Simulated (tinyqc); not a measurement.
Inside a calculation. Model: floating body of a partially depleted SOI transistor: body voltage and kink.

Program tinyqc, `OMP_NUM_THREADS=1 python tinyqc.py 2182049 2182050 out.jsonl`; Intel Xeon 2.30GHz, shared host, one thread, about 0.2 s. Printed values are rounded.

Source at 0 V. Channel current Ic = 2 nf K Vt^2 [F(0) - F(Vd)](1 + la Vd), F(V) = ln^2(1 + exp((Vg - VT - nf V)/(2 nf Vt))), VT = VT0 - gb Vb. Saturation voltage Vs = 2 Vt sqrt(F(0)) + 3 Vt, excess Ve = (Vd - Vs + sqrt((Vd - Vs)^2 + 0.0004 V^2))/2, multiplication M1 = Ai Ve exp(-Bl/Ve). Each junction passes D(v) = J1 (exp(v/Vt) - 1) + J2 (exp(v/(2 Vt)) - 1). Bipolar current Ib = bb J1 (exp(Vb/Vt) - 1). The body settles where M1 (Ic + Ib) = D(Vb) + D(Vb - Vd) + Vb/Rb; drain current Id = (1 + M1)(Ic + Ib) - D(Vb - Vd).

Values chosen for this exercise; values of the order met in partially depleted silicon-on-insulator transistors: temperature T = 300 K; threshold at zero body voltage VT0 = 0.48 V; fall of the threshold per volt of body voltage gb = 0.15; slope factor nf = 1.22; gain factor per width K = 260 uA/(V^2 um); channel-length modulation factor la = 0.02 1/V; impact-ionisation prefactor Ai = 2.4 1/V; impact-ionisation voltage Bl = 6.5 V; diffusion saturation current of each junction J1 = 4.3e-12 uA/um; recombination saturation current of each junction J2 = 1.9e-8 uA/um; gain of the lateral bipolar transistor on the diffusion current bb = 0; resistance of a weak body tie to the source (1e9 stands for no tie, and the term is then dropped) Rb = 3e5 kohm um; gate voltage Vg = 0.79 V; drain voltage Vd = 2.3 V.

Constants: q = 1.602176634e-19 C, kB = 1.380649e-23 J/K, Vt = kB T/q. Results are converted to the units shown.

Range of the model: The multiplication law is an empirical form chosen for the exercise; self-heating and capacitive coupling to the body are left out, and the linear laws are rough once Vb passes about 0.7 V or M1 about 0.1.

## Starting value

Vb = 0.8 V.

Vb at the start = 0.8 V

## Iteration 1: new Vb

Current into the body I_in = M1 (Ic + Ib) - D(Vb - Vd), current out I_out = D(Vb) + Vb/Rb; f = ln(I_in/I_out), s = df/dVb by central differences over 1e-5 V, Vb(new) = Vb - f/s.

Ic = 20.61539 uA/um
Ve = 1.869982 V
M1 = 0.1388207
I_in = 2.861843 uA/um
I_out = 118.3730 uA/um
f = -3.722374
s = -38.26177 1/V
Vb after iteration 1 = 0.7027130 V

## Iteration 2: new Vb

As before.

Ic = 19.24175 uA/um
Ve = 1.881928 V
M1 = 0.1428245
I_in = 2.748194 uA/um
I_out = 2.762422 uA/um
f = -0.005163878
s = -38.11339 1/V
Vb after iteration 2 = 0.7025775 V

## Iteration 3: new Vb

As before.

Ic = 19.23987 uA/um
Ve = 1.881945 V
M1 = 0.1428302
I_in = 2.748034 uA/um
I_out = 2.748034 uA/um
f = -3.219691e-8
s = -38.11291 1/V
Vb after iteration 3 = 0.7025775 V

## Course of the iteration

Stop when the step is below 1e-10 V, or after 40 iterations.

Course of the iteration:
```
iteration  Vb before the step (V)   step (V)
1                             0.8    -0.0973
2                       0.7027130   -1.35e-4
3                       0.7025775  -8.45e-10
4                       0.7025775          0
```

Converged in 4 iterations.

## Drain current with floating and with grounded body

converged Vb = 0.7025775 V

Id and VT at the converged Vb, Id at Vb = 0, their ratio, and the bipolar share Ib/(Ic + Ib).

VT = 0.3746134 V
Id, floating = 21.98791 uA/um
Id, grounded = 12.60939 uA/um
ratio = 1.743772
bipolar share = 0.000000 %

The body rises to 0.703 V and lowers the threshold by 105 mV.
